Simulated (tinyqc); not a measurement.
Epitaxial growth on a vicinal surface: Burton-Cabrera-Frank step flow, step-edge barrier and island nucleation: one step, computed by the program tinyqc. Command: `OMP_NUM_THREADS=1 python tinyqc.py 3007227 3007228 out.jsonl stepflow walk`. One thread of a shared host (Intel(R) Xeon(R) Processor @ 2.30GHz), about 0.01 s of CPU time with the checks.

Adatoms land at rate F, hop on a square grid (a simplification for hexagonal faces), desorb, or join steps. Lengths are in units of a and n is the adatom coverage. Steps ascend at x = 0 and descend at x = l.

Problem. Step flow or islands. Island density on a flat surface without desorption: N = 0.25 (F/D)^(i/(i+2)) exp(E_i/((i+2) k_B T)) per site, with E_i = 0 for i = 1; spacing l_n = N^(-1/2). Step flow needs an effective width l_eff = 2 x(peak) below l_n. Temperatures in kelvin are T(C) + 273.15.

Inputs (values chosen for the exercise, close to those used for Ge(001)): deposition rate F = 0.55 layers/s; temperature T = 550 C; critical nucleus size i = 1.

D = 2.004375e+08 a^2/s

position of the peak = 20.85553 a

Constants: k_B = 8.617333262e-05 eV/K.

Give: island density N on a flat surface; island spacing l_n; ratio l_eff/l_n.

Solution.

island density N on a flat surface = 3.500e-04 per site

island spacing l_n = 53.45 a

ratio l_eff/l_n = 0.7803

The growth lies near the transition between step flow and nucleation. Caution: the prefactor 0.25 and the criterion are estimates, good to a factor of about two in length.
